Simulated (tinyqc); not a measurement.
Charge needed for a dipole step.

Two sheets of opposite charge dd apart with permittivity ei give the step D = q N dd/(eps0 ei).

Values chosen for this exercise: relative permittivity inside the dipole layer ei = 9.7; thickness of the dipole layer dd = 0.26 nm.

Constants: q = 1.602176634e-19 C, eps0 = 8.8541878128e-14 F/cm where lengths are in cm. Results are converted to the units shown.

Result of one run:
```
N (cm^-2)	D (V)	field (MV/cm)	moment (debye/nm^2, 1 D = 3.33564e-30 C m)
1e12	0.004850	0.1865	0.1249
```

What becomes of these results when the charge in each sheet N is changed from 1e12 to 2.7e12 cm^-2, all else the same?

Result of the changed run:
```
N (cm^-2)	D (V)	field (MV/cm)	moment (debye/nm^2, 1 D = 3.33564e-30 C m)
2.7e12	0.01310	0.5037	0.3372
```

The whole series:
```
N (cm^-2)	D (V)	field (MV/cm)	moment (debye/nm^2, 1 D = 3.33564e-30 C m)
1e12	0.004850	0.1865	0.1249
2.7e12	0.01310	0.5037	0.3372
6.8e12	0.03298	1.269	0.8492
1.7e13	0.08245	3.171	2.123
4.5e13	0.2183	8.395	5.620
1.1e14	0.5335	20.52	13.74
2.9e14	1.407	54.10	36.22
```

D is proportional to N, 0.1 V for 2.06e13 cm^-2. The same sheet as an uncompensated charge under 1 nm of a dielectric of permittivity 3.9 would shift the flat band by 0.957 V, and that shift would grow with thickness, which a dipole step does not. For N = 1.1e14, 2.9e14 the field exceeds 20 MV/cm; it acts over one bond length, where the sheet picture is only a bookkeeping device.

Numbers from tinyqc (`OMP_NUM_THREADS=1 python tinyqc.py 2410109 2410110 out.jsonl`; about 0.01 s on one thread of a shared Intel Xeon 2.30GHz).
